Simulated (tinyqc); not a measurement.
# Worked calculation: tunnelling through a gate dielectric, WKB transmission and Tsu-Esaki current

Numbers from tinyqc (`OMP_NUM_THREADS=1 python tinyqc.py 2540170 2540171 out.jsonl`; about 0.05 s on one thread of a shared Intel Xeon 2.30GHz). Printed values are rounded.

Electrons leave the emitter at x = 0. Energies E (motion across the layers) are in eV from the emitter Fermi level; the collector Fermi level lies at -V and offers states at every E. No charge in the dielectric and no image force: F1 = V/t1, U = phi1 - F1 x. With C = hbar^2/(2 m0), kappa = sqrt(m (U - E)/C) where U > E and 0 elsewhere; T(E) = exp(-S), S = 2 times the integral of kappa over x.

Values chosen for this exercise; dielectric values close to those of silicon dioxide: temperature T = 350 K; Fermi energy of the emitter above its band bottom Ef = 2.7 eV; emitter mass in the supply function me = 0.84 m0; barrier of layer 1 above the emitter Fermi level at zero bias phi1 = 2.98 eV; tunnelling mass of layer 1 m1 = 0.51 m0; thickness of layer 1 t1 = 3.3 nm; voltage across the dielectric V = 0.3 V; energy of the electron followed E = -0.2 eV; cells in each layer nc = 8; lower end of the energy grid Ea = -0.97 eV; upper end of the energy grid Eb = 0.35 eV; points of the energy grid nE = 13.

Constants: q = 1.602176634e-19 C, kB = 1.380649e-23 J/K, hbar = 1.054571817e-34 J s, m0 = 9.1093837015e-31 kg, Vt = kB T/q, hbar^2/(2 m0) = 0.0380998212 eV nm^2. Results are converted to the units shown.

## Fields and band edges

F1 = V/t1, U = phi1 - F1 x.

F1 = 0.909091 MV/cm
U at x = t1 = 2.68 eV

## WKB exponent by the midpoint rule

Cut each layer into nc equal cells, take U and kappa at the cell centres, and sum S = 2 sum kappa h.

```
cell   x (nm)   U (eV)  kappa (1/nm)
0     0.20625  2.96125       6.50509
1     0.61875  2.92375       6.46639
2     1.03125  2.88625       6.42746
3     1.44375  2.84875       6.38829
4     1.85625  2.81125       6.34888
5     2.26875  2.77375       6.30922
6     2.68125  2.73625       6.26932
7     3.09375  2.69875       6.22915
```

S = 42.0286
T(E) = 5.58727e-19

## WKB exponent in closed form

Each layer adds (2/F) sqrt(m/C) [G(u at its left edge) - G(u at its right edge)] to S, with u = U - E (0 where negative) and G(u) = (2/3) u^1.5. The slope follows from 1/d = -dS/dE.

S = 42.0286
T(E) = 5.58764e-19
energy d over which T(E) grows by a factor e = 0.14413 eV

The midpoint rule gives S = 42.029, so its T(E) is within 0.01 % of this value. The band edge stays above E through the whole stack: direct tunnelling through a trapezoid.

## Current density on a coarse energy grid

J = J0 times the integral of T(E) N(E) dE, N = ln[(1 + exp(-E/Vt))/(1 + exp((-E - V)/Vt))], J0 = q^2 me m0 kB T/(2 pi^2 hbar^3) (times 1e-4 for A/cm^2 per eV), by Simpson's rule on nE equally spaced points from Ea to Eb.

```
point     E (eV)         T(E)           N       T(E) N
0      -0.970000  3.61720e-21     9.94673  3.59793e-20
1      -0.860000  7.18605e-21     9.94673  7.14777e-20
2      -0.750000  1.44241e-20     9.94673  1.43473e-19
3      -0.640000  2.92670e-20     9.94672  2.91111e-19
4      -0.530000  6.00595e-20     9.94624  5.97367e-19
5      -0.420000  1.24722e-19     9.92819  1.23827e-18
6      -0.310000  2.62259e-19     9.40572  2.46674e-18
7      -0.200000  5.58764e-19     6.59680  3.68606e-18
8      -0.090000  1.20713e-18     3.03242  3.66052e-18
9       0.020000  2.64636e-18    0.415552  1.09970e-18
10      0.130000  5.89243e-18   0.0133402  7.86060e-20
11      0.240000  1.33385e-17  3.49990e-4  4.66835e-21
12      0.350000  3.07293e-17  9.12429e-6  2.80383e-22
```

J0 = 4.09998e8 A/(cm^2 eV)
J = 5.93736e-10 A/cm^2

The integrand peaks at E = -0.200 eV among these points. A converged quadrature from -Ef to above the barrier gives 6.057e-10 A/cm^2; this grid is 2.0 % below that.
